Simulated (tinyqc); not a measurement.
From results back to parameters: Kronig-Penney superlattice by transfer matrices. Three cases, with inputs chosen for the exercise.

Problem. The bottom of the first miniband was computed from a hidden barrier width b.

Wells (width a, potential 0, mass mw) alternate with barriers (width b, height V0, mass mb); period d = a + b; c = hbar^2/2m0. The vector (psi, psi'/m) is continuous, and a layer of thickness t carries it by M = [[cos kt, (m/k) sin kt], [-(k/m) sin kt, cos kt]] with k = sqrt(m (E - V)/c); for E < V, k = i kappa gives [[cosh, (m/kappa) sinh], [(kappa/m) sinh, cosh]] of kappa t. A Bloch state obeys cos(q d) = tr(Mb Mw)/2.

Constants: hbar^2/2m0 = 3.80998211 eV angstrom^2.

Case 1.

Values chosen (near those of a non-polar GaN superlattice with barriers of AlN; shifted at random, so the results belong to these values and not to a real crystal):
- a = 18 angstrom (well width)
- V0 = 1.855 eV (barrier height)
- mw = 0.195 m0 (mass in the wells)
- mb = 0.323 m0 (mass in the barriers)

bottom of band 1 = 0.2561425 eV

Case 2.

Values chosen (near those of an InGaAs superlattice with barriers of InAlAs; shifted at random, so the results belong to these values and not to a real crystal):
- a = 50 angstrom (well width)
- V0 = 0.534 eV (barrier height)
- mw = 0.041 m0 (mass in the wells)
- mb = 0.074 m0 (mass in the barriers)

bottom of band 1 = 0.1101282 eV

Case 3.

Values chosen (near those of a GaAs superlattice with barriers of AlGaAs; shifted at random, so the results belong to these values and not to a real crystal):
- a = 104 angstrom (well width)
- V0 = 0.251 eV (barrier height)
- mw = 0.0656 m0 (mass in the wells)
- mb = 0.0927 m0 (mass in the barriers)

bottom of band 1 = 0.0213720 eV

Find: k; kappa; tanh(kappa b/2); b.

Solution. At q = 0 the lowest state is even about the centres of well and barrier: cos(kz) joins cosh, so (k/mw) tan(k a/2) = (kappa/mb) tanh(kappa b/2), which gives b.

Case 1.

k = 0.11450 1/angstrom
kappa = 0.36817 1/angstrom
tanh(kappa b/2) = 0.8588
b = 7.0 angstrom

Case 2.

k = 0.03443 1/angstrom
kappa = 0.09073 1/angstrom
tanh(kappa b/2) = 0.7964
b = 24.0 angstrom

Case 3.

k = 0.01918 1/angstrom
kappa = 0.07475 1/angstrom
tanh(kappa b/2) = 0.5617
b = 17.0 angstrom

Computed by tinyqc, one run a case: `OMP_NUM_THREADS=1 python tinyqc.py N N+1 out.jsonl` with N = 1282041, 1282204, 1282220; one thread of a shared Intel(R) Xeon(R) Processor @ 2.30GHz, about 0.07 s a run at most.
